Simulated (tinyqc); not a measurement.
Vacuum evaporation: vapour pressure, source flux, thickness distribution, purity and step coverage: one step, computed by the program tinyqc. Command: `OMP_NUM_THREADS=1 python tinyqc.py 3114169 3114170 out.jsonl evap walk`. One thread of a shared host (Intel(R) Xeon(R) Processor @ 2.30GHz), about 0.01 s of CPU time with the checks.

Molecular flow, unit sticking of the metal, no re-evaporation. The background gas is taken as water vapour (18.015 g/mol, collision diameter 0.37 nm) at 300 K.

Task: Rate and uniformity on a fixed wafer above the source. A small source emits (n + 1) Phi area cos^n(phi)/(2 pi) per solid angle; on a parallel plane at height h and lateral distance l the arrival rate is (n + 1) Phi area/(2 pi h^2) x (1 + (l/h)^2)^(-(n + 3)/2). Growth rate = arrival rate x m/rho, m = M u. The wafer is fixed and centred above the source.

Inputs (values chosen for the exercise, modelled on titanium, with constants for the liquid):
```
quantity                    value    unit
molar mass M                47.87   g/mol
film density rho             4.51  g/cm^3
source temperature T         1960       K
source area                     4    cm^2
directionality n                3       -
source-to-wafer distance h     47      cm
wafer radius R                7.5      cm
```

flux Phi = 4.755949e+17 1/(cm^2 s)

Constants: u = 1.6605390666e-27 kg.

Give: arrival rate at the centre; growth rate at the centre; edge over centre; non-uniformity (max - min)/(max + min); share of the material that lands on the wafer, 1 - (1 + (R/h)^2)^(-(n + 1)/2).

Result:

arrival rate at the centre = 5.483e+14 1/(cm^2 s)

growth rate at the centre = 0.09663 nm/s

edge over centre = 0.9273

non-uniformity (max - min)/(max + min) = 3.770 %

share of the material that lands on the wafer, 1 - (1 + (R/h)^2)^(-(n + 1)/2) = 4.905 %
